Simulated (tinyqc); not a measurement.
Hot electrons in a saturated n-channel MOSFET, lucky-electron model: two steps of the calculation.

Beyond pinch-off the lateral field grows as Esat cosh(y/l) over the velocity-saturated region (pseudo-two-dimensional model). Impact ionisation in this region gives the substrate current, which biases the body forward through Rsub. Currents are per width. Local-field laws: they overstate ionisation when the field peak is narrower than an energy relaxation length.

Values chosen for this exercise; values close to those of silicon n-channel devices:
- L = 0.8 um (channel length)
- tox = 18 nm (oxide thickness)
- xj = 260 nm (junction depth)
- VT = 0.65 V (threshold)
- mu = 290 cm^2/(V s) (effective mobility)
- vs = 9.4e6 cm/s (saturation velocity)
- Ai = 2e6 1/cm (ionisation prefactor)
- Bi = 1.69 MV/cm (ionisation field)
- Rd = 700 ohm um (resistance of the lightly doped drain)
- Rsub = 2700 ohm um (substrate resistance)
- kb = 0.26 (fall of VT per volt of forward body bias)
- Vd = 3.5 V (drain voltage)
- Vg = 2.3 V (gate voltage)

Constants: eps0 = 8.8541878128e-14 F/cm where lengths are in cm. Results are converted to the units shown.

Problem 1. Length and field scales. Cox = 3.9 eps0/tox, l = sqrt(3 tox xj), Esat = 2 vs/mu.

Wanted: Cox; l; Esat; Esat L.

Solution 1.

Cox = 0.1918 uF/cm^2
l = 118.5 nm
Esat = 0.06483 MV/cm
Esat L = 5.186 V

Problem 2. Body bias from the substrate current. Cox = 3.9 eps0/tox. Overdrive g = Vg - VT + kb Vb; Vdsat = g Esat L/(g + Esat L); Id = Cox vs (g - Vdsat); dV = Vd - Id Rd - Vdsat; Em = sqrt((dV/l)^2 + Esat^2); Isub = Id (Ai/Bi) l Em exp(-Bi/Em). Vb(new) = Rsub Isub.

Vb at the start = 0 V
l = 118.49051 nm
Esat = 0.064827586 MV/cm

Find: Vdsat; Id; dV; Em; Isub; Vb after iteration 1.

Solution 2.

Vdsat = 1.2518 V
Id = 71.816 uA/um
dV = 2.1980 V
Em = 0.19650 MV/cm
Isub = 0.036413 uA/um
Vb after iteration 1 = 9.8314e-5 V

Numbers from tinyqc (`OMP_NUM_THREADS=1 python tinyqc.py 2550112 2550113 out.jsonl`; about 0.01 s on one thread of a shared Intel Xeon 2.30GHz).
